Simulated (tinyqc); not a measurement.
Inside a calculation. Model: hexagonal on-chip spiral inductor, lumped pi model.

Computed by the program tinyqc: `OMP_NUM_THREADS=1 python tinyqc.py 2302123 2302124 out.jsonl`, one thread of a shared Intel Xeon 2.30GHz, about 0.01 s for the whole run. Printed values are rounded.

Outer diameter do = di + 2 n wd + 2 (n - 1) sp, mean da = (do + di)/2, fill p = (do - di)/(do + di), length l = 3.464 n da. L = 2.33 mu0 n^2 da/(1 + 3.82 p), mu0 = 4 pi 1e-7 H/m. Rs = rho l/(wd delta (1 - exp(-th/delta))), delta = sqrt(rho/(pi f mu0)). Cs = n wd^2 eps0 eo/hu across the coil. At each end Cox = l wd eps0 eo/(2 ho) leads to the substrate branch Rsi = 2 rs he/(l wd) in parallel with Csi = l wd eps0 11.7/(2 he). With one end grounded Y = 1/(Rs + i w L) + i w Cs + 1/[1/(i w Cox) + 1/(1/Rsi + i w Csi)], w = 2 pi f; Q = -Im Y/Re Y. Eddy currents in neighbouring turns and in the substrate are left out.

Inputs (values chosen for the exercise); values of the order met in silicon radio-frequency processes: number of turns n = 4.5; line width wd = 20 um; space between turns sp = 1.5 um; inner diameter di = 60 um; metal thickness th = 4 um; metal resistivity rho = 3 uohm cm; oxide below the coil ho = 5.3 um; oxide between coil and underpass hu = 1.3 um; relative permittivity of the oxide eo = 3.9; substrate resistivity rs = 100 ohm cm; effective spreading depth in the substrate he = 50 um; frequency f = 5.2 GHz.

Constants: eps0 = 8.8541878128e-12 F/m. Results are converted to the units shown.

## Geometry and model elements

do, l, L, delta, Rs, Cs, Cox, Rsi and Csi as defined.

do = 250.5 um
l = 2420.04 um
L = 2.75295 nH
delta = 1.20887 um
Rs = 3.11679 ohm
Cs = 47.8126 fF
Cox = 157.674 fF
Rsi = 2066.08 ohm
Csi = 50.1403 fF

Rs is 3.43 times the direct-current value in this empirical form, which overstates the skin effect of a flat slab when delta is near th and so stands in for some current crowding.

## Admittance, quality factor and apparent inductance

Series branch 1/(Rs + i w L), substrate branch, total Y, Q = -Im Y/Re Y, apparent inductance Im(1/Y)/w, metal-only value w L/Rs, share of the loss in the substrate Re(substrate branch)/Re Y.

series branch = 0.3848-11.1044i mS
substrate branch = 0.27722+1.26271i mS
Y = 0.66201-8.27957i mS
Q = 12.5068
apparent inductance = 3.67317 nH
w L/Rs = 28.8585
share of the loss in the substrate = 41.8753 %

Q is 43.3 % of the metal-only value.
